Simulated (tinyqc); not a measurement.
The window of frequencies: the 3-omega method: a line heater on a substrate with a thin film. Computed by tinyqc, a small Python program. Command: `OMP_NUM_THREADS=1 python tinyqc.py 3014495 3014496 out.jsonl threeomega walk`. One thread of a shared host (Intel(R) Xeon(R) Processor @ 2.30GHz), about 0.01 s of CPU time with the checks.

A current at angular frequency omega = 2 pi f heats the line at 2 omega with the amplitude P per length; the temperature swing Delta T at 2 omega gives a voltage at 3 omega. The substrate is taken as semi-infinite and isotropic, and the heat capacity of heater and film is left out.

Inputs (values chosen for the exercise, modelled on silica on sapphire):
```
quantity,value,unit
substrate conductivity kappa,36.3,W/(m K)
substrate heat capacity C,2.98,1e6 J/(m^3 K)
heater half-width b,2.9,micrometre
power amplitude per length P,21,W/m
current frequency f,3100,Hz
substrate thickness d_s,525,micrometre
```

Method:
- D = kappa/C; q = sqrt(2 i omega/D); penetration depth 1/|q| = sqrt(D/(2 omega)).
- Delta T_s = (P/(pi kappa)) int_0^infinity (sin x/x)^2 / sqrt(x^2 + (q b)^2) dx with (q b)^2 = i |q b|^2, averaged over the heater width (12 Gauss-Legendre points on each of the pieces 0, 14 log-spaced edges from 1e-5 to 1, and multiples of pi to 40 pi; the tail adds 1/(4 (40 pi)^2)).
- For |q| b much below 1: Delta T_s = (P/(pi kappa)) [-ln(|q| b) + eta - i pi/4], eta = 3/2 - C_E = 0.92278, with Euler's C_E = 0.5772157.
- The slope value uses each f and 2f: kappa = P ln 2/(2 pi [Delta T(f) - Delta T(2f)]).

diffusivity D = 12.1812 mm^2/s

Bare substrate:
```
f (Hz),penetration depth (micrometre),|q| b,in-phase (K),out-of-phase (K),narrow-line form (K),kappa from the slope (W/(m K))
1.2,898.77,0.0032266,1.2262,-0.14463,1.2262,36.300
12,284.22,0.010203,1.0142,-0.14461,1.0142,36.301
120,89.877,0.032266,0.80226,-0.14449,0.80224,36.314
580,40.881,0.070937,0.65729,-0.14406,0.65717,36.369
2300,20.529,0.14126,0.53081,-0.14281,0.53033,36.570
12000,8.9877,0.32266,0.38065,-0.13777,0.37822,37.665
46000,4.5905,0.63174,0.26326,-0.12632,0.25450,41.262
230000,2.0529,1.4126,0.14190,-0.096358,0.10632,58.580
1.20e+06,0.89877,3.2266,0.063430,-0.054552,-0.045788,124.50
6.90e+06,0.37481,7.7372,0.026435,-0.024897,-0.20684,299.21
```

What does the comparison show, and why?

The slope gives kappa within 1 % up to |q| b = 0.14 (f = 2300 Hz) among these rows. The penetration depth stays under d_s/5 = 105 micrometre from f = 120 Hz up, so a usable window lies between the two. At high f the flow turns one-dimensional: in-phase and out-of-phase parts become equal in size (ratio 0.94 in the last row) and fall as f^(-1/2) (exponent -0.50).
